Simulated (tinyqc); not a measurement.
Surface segregation during layer-by-layer epitaxy: two-layer exchange kinetics and the shape of quantum wells and delta layers: one step, computed by the program tinyqc.

Atoms A and B exchange only between the growing layer and the one below it. B is supplied for N layers, then pure A follows.

Problem. The second layer. Each layer is deposited complete with B share x_dep and then exchanges for the time tau = 1/G with the layer below, whose share is b (total c = s + b fixed): ds/dt = p1 b (1 - s) - p2 s (1 - b), s(0) = x_dep. With the roots s1 < s2 of the right side, (s - s1)/(s - s2) = [(s(0) - s1)/(s(0) - s2)] exp(-(p1 - p2)(s2 - s1) tau). The lower layer is then buried with c - s, and s becomes the b of the next layer. Layer 1 is deposited on pure A with share x0; with nothing to lift from below, take b = 0 and s(0) = x0 for it. Then layer 2 has x_dep = x0.

Inputs (values chosen for the exercise, close to those used for antimony in silicon): growth rate G = 0.75 layers/s; share x0 of B in the flux during the well = 0.07; layers in the well N = 2; temperature T = 300 C.

p1 = 4.092942e-04 1/s

p2 = 1.095499e-08 1/s

Give: share in layer 1 after its exchange; root s1 for layer 2; root s2 for layer 2; share in layer 2 after its exchange; share buried in layer 1.

Solution.

share in layer 1 after its exchange = 0.07000

root s1 for layer 2 = 0.1400

root s2 for layer 2 = 1.000

share in layer 2 after its exchange = 0.07004

share buried in layer 1 = 0.06996
